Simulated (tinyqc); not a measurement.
Barrier and mass from two Fowler-Nordheim currents.

Question. Fowler-Nordheim tunnelling through a dielectric follows J = A F^2 exp(-B/F), A = q^2 me/(16 pi^2 hbar m1 phi1) (A/V^2 with phi1 in volts), B = (4/3) sqrt(m1/C) phi1^1.5 (V/nm), C = hbar^2/(2 m0). Find B, A, phi1 and m1.

Parameters, values chosen for the exercise: emitter mass in the supply function me = 0.64 m0.

Constants: q = 1.602176634e-19 C, hbar = 1.054571817e-34 J s, m0 = 9.1093837015e-31 kg, hbar^2/(2 m0) = 0.0380998212 eV nm^2. Results are converted to the units shown.

J at F = 0.6 and 1.12 V/nm (A/cm^2): [1.6439910e-11, 0.015540331]

Answer. The slope of ln(J/F^2) against 1/F is -B and the intercept gives A. A fixes the product m1 phi1, and B = (4/3) phi1 sqrt(m1 phi1/C) then gives phi1.

B = 25.09 V/nm
A = 6.667e-7 A/V^2
phi1 = 3.020 eV
m1 = 0.4900 m0

Computed by the program tinyqc: `OMP_NUM_THREADS=1 python tinyqc.py 2540131 2540132 out.jsonl`, one thread of a shared Intel Xeon 2.30GHz, about 0.04 s for the whole run.
